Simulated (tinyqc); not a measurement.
# Changing the particle radius R

Model: a particle near a wafer in liquid: double-layer and van der Waals forces (DLVO), deposition barrier and removal. Computed by tinyqc, a small Python program. Command: `OMP_NUM_THREADS=1 python tinyqc.py 3114039 3114040 out.jsonl dlvo sweep`. One thread of a shared host (Intel(R) Xeon(R) Processor @ 2.30GHz), about 0.01 s of CPU time with the checks.

Sphere and flat wall, Derjaguin approximation, constant potentials in the linear-superposition form, no retardation and no hydration force.

Inputs (values chosen for the exercise, of the order of those for polymer latex on silicon in water):

| quantity | value | unit |
|---|---|---|
| Hamaker constant A | 1.4e-20 | J |
| potential of the particle psi_1 | 24 | mV |
| potential of the wafer psi_2 | -52 | mV |
| salt concentration c | 0.035 | mol/L |
| valence z of the symmetric salt | 1 | - |
| temperature T | 323 | K |
| dielectric constant of the liquid | 69.9 | - |
| contact distance h0 | 0.4 | nm |
| contact radius over R | 0.067 | - |
| viscosity | 0.4 | mPa s |

Constants: e = 1.602176634e-19 C; N_A = 6.02214076e+23 1/mol; eps_0 = 8.8541878128e-12 F/m; k_B = 1.380649e-23 J/K; k_B = 8.617333262e-05 eV/K.

Method. kappa^2 = 2 z^2 e^2 N_A (1000 c)/(eps eps_0 k_B T); gamma_i = tanh(z e psi_i/(4 k_B T)); Z = 64 pi eps eps_0 (k_B T/(z e))^2 gamma_1 gamma_2. Adhesion F_a = A R/(6 h0^2) [1 + a^2/(R h0)] - kappa Z R exp(-kappa h0), a the contact radius. Drag in a shear flow F_d = 1.7 x 6 pi mu R^2 G, acting at 1.4 R; rolling starts when 1.4 R F_d = a F_a. Wall shear stress = mu G.

One run for each value:

| particle radius R (nm) | wall shear stress for rolling (Pa) | net adhesion F_a (pN) | kappa R |
|---|---|---|---|
| 5 | 5899 | 9.875e+01 | 3.131e+00 |
| 11 | 2815 | 2.280e+02 | 6.888e+00 |
| 22 | 1530 | 4.957e+02 | 1.378e+01 |
| 47 | 846 | 1.251e+03 | 2.943e+01 |
| 210 | 379 | 1.119e+04 | 1.315e+02 |
| 450 | 307 | 4.166e+04 | 2.818e+02 |
| 950 | 274 | 1.657e+05 | 5.948e+02 |
| 2000 | 259 | 6.925e+05 | 1.252e+03 |

Give the missing row, particle radius R (nm) = 100.

Computed row:
```
particle radius R (nm)  wall shear stress for rolling (Pa)  net adhesion F_a (pN)    kappa R
100                                                    527              3.530e+03  6.262e+01
```

Interpolating between the two neighbouring rows (the first column on a logarithmic scale, the others too where they are positive) misses by up to 7.0 %. Over the rows, wall shear stress for rolling (Pa) falls from 5900 to 259 (exponent d ln y / d ln x -0.94 between the first rows and -0.079 between the last); net adhesion F_a (pN) rises from 98.7 to 693000 (exponent d ln y / d ln x 1.1 between the first rows and 1.9 between the last); kappa R rises from 3.13 to 1250 (exponent d ln y / d ln x about 1.0 throughout). At the low end the exponent of wall shear stress for rolling is -0.94, close to -1: adhesion goes as R and drag as R^2. The smallest particle needs 22.8 times the shear stress of the largest.

Extremes, crossings and ranges named in words are read from the listed rows.
